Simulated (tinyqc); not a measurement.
Inside a calculation. Model: Froehlich polaron in a polar crystal. Computed by tinyqc, a small Python program that keeps every step. Command: `OMP_NUM_THREADS=1 python tinyqc.py 3019623 3019624 out.jsonl frohlich walk`. One thread of a shared host (Intel(R) Xeon(R) Processor @ 2.30GHz), about 0.05 s of CPU time with the checks. Intermediate numbers are printed to about 5 digits and carried at full precision; extremes and crossings named in words are read from the listed rows.

One electron in a parabolic band of mass m*, coupled to dispersionless LO phonons in the continuum model. Energies are in units of hbar omega unless marked, wave numbers in k_0 = sqrt(2 m* omega/hbar).

Inputs (values chosen for the exercise, for a model crystal): band mass m* = 0.255 m_0; LO phonon energy hbar omega = 64.4 meV; eps_inf = 6.71; static dielectric constant eps_s = 18.2; temperature T = 150 K; electron wave number k/k_0 = 0.61; trial v = 6; trial w = 2.7.

Constants: hbar^2/(2 m_0) = 3.80998212 eV angstrom^2; e^2/(4 pi eps_0) = 14.39964548 eV angstrom; k_B = 8.617333262e-05 eV/K; hbar = 6.582119569e-16 eV s; e = 1.602176634e-19 C; m_0 = 9.1093837015e-31 kg.

## Coupling constant and length scale

1/eps* = 1/eps_inf - 1/eps_s; k_0 = sqrt(2 m* omega/hbar) = sqrt(m* hbar omega / (hbar^2/(2 m_0))) with m* in m_0; alpha = (e^2/(4 pi eps_0)) k_0/(2 eps* hbar omega); polaron length 1/k_0.

eps* = 10.629

k_0 = 0.065653 1/angstrom

coupling constant alpha = 0.69058

polaron length 1/k_0 = 15.232 angstrom

Weak coupling: perturbation theory should serve.

## Second-order perturbation theory

At T = 0 and k < k_0: E(k) = (k/k_0)^2 - alpha arcsin(k/k_0)/(k/k_0); so E(0) = -alpha, 1/m_p = (1 - alpha/6)/m*, and the mean number of phonons in the cloud at k = 0 is alpha/2. The Lee-Low-Pines variational state gives the same E(0) and m_p = m* (1 + alpha/6).

energy shift at k = 0 = -44.473 meV

E(k) = -0.37062 hbar omega

m*/m_p, second order = 0.88490

m_p/m*, Lee-Low-Pines = 1.1151

phonons in the cloud = 0.34529

## Strong-coupling trial states

Landau-Pekar: the lattice follows the mean electron density. A Gaussian state exp(-b^2 r^2/2) gives E(b) = (3/2) b^2 - alpha b sqrt(2/pi) (b in k_0), minimised at b = alpha sqrt(2/pi)/3 to E = -alpha^2/(3 pi); a state exp(-b r) gives E(b) = b^2 - (5/8) alpha b, minimised at b = 5 alpha/16 to E = -25 alpha^2/256.

best b, Gaussian = 0.18367 k_0

E, Gaussian = -0.050601 hbar omega

best b, exponential = 0.21581 k_0

E, exponential = -0.046572 hbar omega

The Gaussian bound lies below -alpha only for alpha > 3 pi = 9.42; here it lies above, so the self-trapped state is the poorer bound.

## Feynman's energy at a trial point

Feynman's bound: E(v, w) = 3 (v - w)^2/(4 v) - (alpha v/sqrt(pi)) int_0^infinity e^-u D(u)^(-1/2) du, D = w^2 u + ((v^2 - w^2)/v)(1 - e^(-v u)); integrals by 80 Gauss-Legendre points in s from 0 to 1 with u = 40 s^2.

first term = 1.36125 hbar omega

E(v, w) = 0.43538 hbar omega

## Feynman's variational polaron

Minimise over v > w > 0 (simplex search); mass m_p/m* = 1 + (alpha v^3/(3 sqrt(pi))) int u^2 e^-u D^(-3/2) du.

best v = 3.07

best w = 2.91

E, Feynman = -0.69669 hbar omega

polaron energy, Feynman = -44.867 meV

m_p/m*, Feynman = 1.128

The bound lies 0.9 % below -alpha, and the mass is 1.01 times the Lee-Low-Pines value.

## Mobility at low temperature

Scattering by absorption of an LO phonon: 1/tau = 2 alpha omega n, n = 1/(exp(hbar omega/(k_B T)) - 1); mu = e tau/m*, the weak-coupling result for k_B T well below hbar omega.

phonon occupation n = 0.0069063

lifetime tau = 1071.5 fs

mobility = 7390.5 cm^2/(V s)

## All approximations against the coupling

Other columns: second order -alpha; Landau-Pekar Gaussian -alpha^2/(3 pi); Lee-Low-Pines mass 1 + alpha/6. The polaron energy in meV uses the given hbar omega.

Energies (hbar omega) and masses (m*):
```
alpha  second order    Gaussian   Feynman  Feynman (meV)  mass, LLP  mass, Feynman     v     w
0.17          -0.17  -0.0030664  -0.17036        -10.971     1.0283          1.029  3.02  2.98
0.35          -0.35   -0.012998  -0.35154        -22.639     1.0583          1.062  3.04  2.96
0.69          -0.69   -0.050516  -0.69610        -44.829      1.115          1.128  3.07  2.91
1.1            -1.1    -0.12838   -1.1159        -71.861     1.1833          1.219  3.12  2.86
3.6            -3.6     -1.3751   -3.8010        -244.78        1.6          2.256  3.56  2.45
6.6            -6.6     -4.6219   -7.5328        -485.11        2.1          10.51  5.28  1.71
9.6            -9.6     -9.7785   -12.663        -815.48        2.6          89.78  11.4  1.23
13              -13     -17.931   -20.791        -1338.9     3.1667          412.8  22.2  1.11
```

All three energies are upper bounds (-alpha through the Lee-Low-Pines state), and the Feynman value is the lowest in every row. It lies within 5 % of -alpha up to alpha = 1.1; at alpha = 13 it is 1.16 times the Gaussian value, whose alpha^2 law it approaches with a constant shift of about -3 ln 2 - 3/4 = -2.83 (here -2.86). The mass stays within 10 % of 1 + alpha/6 up to alpha = 1.1 and reaches 413 m* in the last row; w falls from 2.98 towards 1 while v grows to 22.2.

Checks made by the program: second-order shift against the integral -(2 alpha/pi) int dq/(1 + q^2) (relative difference below 1e-10); v = w reduces the bound to -alpha (relative difference 1e-10).
